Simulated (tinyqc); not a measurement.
Square on-chip spiral inductor, lumped pi model: one step of the calculation.

Outer diameter do = di + 2 n wd + 2 (n - 1) sp, mean da = (do + di)/2, fill p = (do - di)/(do + di), length l = 4 n da. L = 2.34 mu0 n^2 da/(1 + 2.75 p), mu0 = 4 pi 1e-7 H/m. Rs = rho l/(wd delta (1 - exp(-th/delta))), delta = sqrt(rho/(pi f mu0)). Cs = n wd^2 eps0 eo/hu across the coil. At each end Cox = l wd eps0 eo/(2 ho) leads to the substrate branch Rsi = 2 rs he/(l wd) in parallel with Csi = l wd eps0 11.7/(2 he). With one end grounded Y = 1/(Rs + i w L) + i w Cs + 1/[1/(i w Cox) + 1/(1/Rsi + i w Csi)], w = 2 pi f; Q = -Im Y/Re Y. Eddy currents in neighbouring turns and in the substrate are left out.

Task. Admittance, quality factor and apparent inductance. Series branch 1/(Rs + i w L), substrate branch, total Y, Q = -Im Y/Re Y, apparent inductance Im(1/Y)/w, metal-only value w L/Rs, share of the loss in the substrate Re(substrate branch)/Re Y.

Parameters, values chosen for the exercise: frequency f = 8 GHz.

L = 9.7667526 nH
Rs = 31.769917 ohm
Cs = 4.1949174 fF
Cox = 66.311964 fF
Rsi = 701.85289 ohm
Csi = 14.760073 fF

Give: series branch; substrate branch; Y; Q; apparent inductance; w L/Rs; share of the loss in the substrate.

Result.

series branch = 0.131-2.028i mS
substrate branch = 0.8494+0.9038i mS
Y = 0.9807-0.9138i mS
Q = 0.9318
apparent inductance = 10.12 nH
w L/Rs = 15.45
share of the loss in the substrate = 86.61 %

Q is 6.03 % of the metal-only value.

Computed by the program tinyqc: `OMP_NUM_THREADS=1 python tinyqc.py 2302090 2302091 out.jsonl`, one thread of a shared Intel Xeon 2.30GHz, about 0.01 s for the whole run.
